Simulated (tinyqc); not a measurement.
The three schemes as the step is halved: finite-difference solution of the diffusion equation on a small grid. Computed by tinyqc, a small Python program. Command: `OMP_NUM_THREADS=1 python tinyqc.py 3008647 3008648 out.jsonl fdiff walk`. One thread of a shared host (Intel(R) Xeon(R) Processor @ 2.30GHz), about 0.01 s of CPU time with the checks.

dC/dt = D d2C/dx2 on nodes x_j = j dx, j = 0..7; the far end is sealed.

Inputs (values chosen for the exercise):

| quantity | value | unit |
|---|---|---|
| diffusivity D | 12 | nm^2/s |
| grid spacing dx | 10 | nm |
| time step dt | 12 | s |
| final time t_f | 360 | s |
| loss velocity h | 0.78 | nm/s |

Boundary at x = 0: surface loss. Scheme: Crank-Nicolson.

start values C_j, j = 0, 1, ... (% of a reference): 28.3  65.1  100  73.6  25.6  1.21  0  0

Method:
- The operator M acts as (M C)_j = C_(j-1) - 2 C_j + C_(j+1); at the sealed far end a mirror node gives 2 C_(N-2) - 2 C_(N-1); at j = 0, the outward flux h C_0 gives 2 C_1 - (2 + 2 h dx/D) C_0.
- r = D dt/dx^2.
- The mode of M with eigenvalue mu has its amplitude multiplied per step by g = (1 + (1 - theta) r mu)/(1 - theta r mu), with theta = 0 explicit, 1 implicit, 1/2 Crank-Nicolson; the explicit scheme is stable for r up to 2/|mu_min|.
- With r = D dt/dx^2: (1 - theta r M) C(new) = (1 + (1 - theta) r M) C(old); theta = 0 explicit, 1 implicit, 1/2 Crank-Nicolson.
- Each run reaches t_f in n equal steps; errors are the largest difference from exp(M D t_f/dx^2) C(0). A dash marks unstable explicit runs.

largest stable r of the explicit scheme = 0.456033

Largest error at t_f (%):

| steps n | r | explicit | implicit | Crank-Nicolson |
|---|---|---|---|---|
| 4 | 10.80000 | - | 2.1317 | 1.0649e+01 |
| 8 | 5.40000 | - | 1.1769 | 1.7447e+00 |
| 16 | 2.70000 | - | 0.6108 | 1.1191e-02 |
| 32 | 1.35000 | - | 0.3103 | 2.4092e-03 |
| 64 | 0.67500 | - | 0.1563 | 6.0203e-04 |
| 128 | 0.33750 | 0.079020 | 0.0785 | 1.5049e-04 |
| 256 | 0.16875 | 0.039440 | 0.0393 | 3.7622e-05 |

What follows from these numbers?

From the last two rows, halving the step divides the error by 2.00 (explicit), 2.00 (implicit), 4.00 (Crank-Nicolson): a factor 2 marks first order in dt and 4 second order. The explicit scheme needs n of at least 95 to be stable; the other two are stable at any step.

Extremes, crossings and ranges named in words are read from the listed rows.
